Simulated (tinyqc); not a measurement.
## Thermionic emission over a Gaussian spread of barriers: effect of the spread

Metal on an n-type semiconductor with one parabolic valley; V > 0 is forward bias (metal positive). Patches of barrier height b are spread as a Gaussian with mean phi - r2 V and variance sg^2 + r3 V; each carries A* T^2 exp(-b/Vt) [exp(V/Vt) - 1].

A* = 4 pi q me m0 kB^2/h^3 (times 1e-4 for A/(cm^2 K^2)). At zero bias the mean of exp(-b/Vt) gives phi_ap(0) = phi - sg^2/(2 Vt), J0 = A* T^2 exp(-phi_ap(0)/Vt), and the current is centred on b = phi - sg^2/Vt.

Inputs (values chosen for the exercise); band and dielectric values close to those of gallium arsenide: temperature T = 300 K; electron mass me = 0.0663 m0; barrier height seen from the metal phi = 0.79 eV.

Constants: q = 1.602176634e-19 C, kB = 1.380649e-23 J/K, h = 6.62607015e-34 J s, m0 = 9.1093837015e-31 kg, Vt = kB T/q. Results are converted to the units shown.

Results:
```
sg (eV)  phi_ap(0) (eV)  J0 (A/cm^2)  barrier that carries most current (eV)
0.02            0.78226    5.1774e-8                                 0.77453
0.036           0.76493    1.0121e-7                                 0.73987
0.052           0.73770    2.9021e-7                                 0.68540
0.068           0.70057    1.2205e-6                                 0.61114
0.1             0.59659    6.8119e-5                                 0.40318
0.116           0.52975    9.0400e-4                                 0.26950
```

Estimate the missing row, sg = 0.084 eV.

Computed row:
```
sg (eV)  phi_ap(0) (eV)  J0 (A/cm^2)  barrier that carries most current (eV)
0.084           0.65353    7.5288e-6                                 0.51706
```

With this row back in the table: The apparent barrier falls from 0.782 to 0.530 eV, by sg^2/(2 Vt), and J0 grows by a factor of 17500 over the table. The lowering equals Vt at sg = sqrt(2) Vt = 0.0366 eV. In 3 of the 7 rows sg exceeds 3 Vt, so the current comes from more than three deviations below the mean, a tiny share of the area that a Gaussian of independent patches describes poorly.

Computed by the program tinyqc: `OMP_NUM_THREADS=1 python tinyqc.py 2640038 2640039 out.jsonl`, one thread of a shared Intel Xeon 2.30GHz, about 0.01 s for the whole run.
